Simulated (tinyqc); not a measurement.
Grain growth, pinning, strength and diffusional creep of a polycrystal or thin film. Inputs raised by 2 %, one at a time. Computed by tinyqc, a small Python program. Command: `OMP_NUM_THREADS=1 python tinyqc.py 3029077 3029078 out.jsonl grain sens`. One thread of a shared host (Intel(R) Xeon(R) Processor @ 2.30GHz), about 0.01 s of CPU time with the checks.

One mean grain size d describes the structure.

Inputs (values chosen for the exercise, modelled on polycrystalline silicon):
```
quantity                                    value        unit
shear modulus G                              66.1         GPa
Burgers vector b                             3.84    angstrom
atomic volume Omega                         20.02  angstrom^3
boundary energy gamma                        0.59       J/m^2
mobility prefactor M0                       1e-06   m^4/(J s)
activation energy of boundary motion Q_m     3.41          eV
anneal temperature T                         1563           K
anneal time t                               23000           s
initial grain size d0                          92          nm
particle volume fraction f                0.00082           -
particle radius r                             6.1          nm
friction stress sigma_0                       350         MPa
Hall-Petch slope k_y                          0.3   MPa m^0.5
lattice diffusion energy Q_l                 4.92          eV
boundary diffusion energy Q_b                2.43          eV
lattice prefactor D0                      4.6e-05       m^2/s
boundary prefactor delta D0b              6.1e-15       m^3/s
applied stress sigma                          260         MPa
service temperature T_c                       758           K
```

Sample: bulk.

Constants: k_B = 8.617333262e-05 eV/K; k_B = 1.380649e-23 J/K.

Method:
- M = M0 exp(-Q_m/(k_B T)). The driving pressure is 2 gamma/d. Zener pinning pressure 3 f gamma/(2 r) stops growth at d_Z = 4 r/(3 f). The limit is d_lim = d_Z.
- dd/dt = 2 M gamma (1/d - 1/d_lim) integrates to 2 M gamma t = d_lim (d0 - d) + d_lim^2 ln[(d_lim - d0)/(d_lim - d)]; without pinning d^2 = d0^2 + 4 M gamma t.
- Hall-Petch term k_y/sqrt(d). Orowan term 3.06 x 0.4 G b ln(2 rbar/b)/(pi lambda sqrt(1 - nu)) with nu = 1/3, rbar = sqrt(2/3) r, lambda = rbar (sqrt(pi/f) - 2). The terms are added to sigma_0.
- Nabarro-Herring rate = 14 sigma Omega D_l/(k_B T d^2), D_l = D0 exp(-Q_l/(k_B T)); Coble rate = 14 pi sigma Omega delta D_b/(k_B T d^3), delta D_b = delta D0b exp(-Q_b/(k_B T)); they are equal at d_x = pi delta D_b/D_l.

Runs:
```
input moved                         from       to  yield stress (MPa)  Coble rate (1/s)  time to 1 % strain (s)  crossover size d_x (micrometre)
base run                               -        -              833.82        2.4131e-11              4.1440e+08                       1.4969e+13
shear modulus G (GPa)               66.1   67.422              836.47        2.4131e-11              4.1440e+08                       1.4969e+13
boundary energy gamma (J/m^2)       0.59   0.6018              832.15        2.3453e-11              4.2638e+08                       1.4969e+13
anneal temperature T (K)            1563  1594.26              794.35        1.1812e-11              8.4662e+08                       1.4969e+13
particle radius r (nm)               6.1    6.222              831.93        2.4096e-11              4.1501e+08                       1.4969e+13
Hall-Petch slope k_y (MPa m^0.5)     0.3    0.306              840.85        2.4131e-11              4.1440e+08                       1.4969e+13
boundary diffusion energy Q_b (eV)  2.43   2.4786              833.82        1.1467e-11              8.7206e+08                       7.1132e+12
service temperature T_c (K)          758   773.16              833.82        4.9066e-11              2.0381e+08                       7.0889e+12
```

Exponents ln(y'/y) / ln(x'/x):
```
input                          yield stress  Coble rate  time to 1 % strain  crossover size d_x
shear modulus G                       0.160       0.000               0.000               0.000
boundary energy gamma                -0.101      -1.440               1.440               0.000
anneal temperature T                 -2.449     -36.077              36.077               0.000
particle radius r                    -0.115      -0.075               0.075               0.000
Hall-Petch slope k_y                  0.424       0.000               0.000               0.000
boundary diffusion energy Q_b         0.000     -37.573              37.573             -37.573
service temperature T_c               0.000      35.836             -35.836             -37.745
```

Among the inputs moved here: yield stress answers most in size to anneal temperature T (exponent -2.449), next to Hall-Petch slope k_y (+0.424); its exponent is below 0.0005 for boundary diffusion energy Q_b, service temperature T_c. Coble rate answers most in size to boundary diffusion energy Q_b (exponent -37.573), next to anneal temperature T (-36.077); its exponent is below 0.0005 for shear modulus G, Hall-Petch slope k_y. Time to 1 % strain answers most in size to boundary diffusion energy Q_b (exponent +37.573), next to anneal temperature T (+36.077); its exponent is below 0.0005 for shear modulus G, Hall-Petch slope k_y. Crossover size d_x answers most in size to service temperature T_c (exponent -37.745), and about equally to boundary diffusion energy Q_b (-37.573); its exponent is below 0.0005 for shear modulus G, boundary energy gamma, anneal temperature T, particle radius r, Hall-Petch slope k_y.

Caution (all rows): silicon is brittle except at high temperature, so these strengthening laws for metals do not give its real strength. Caution (all rows): sigma Omega is not small against k_B T, as the linear creep laws assume.
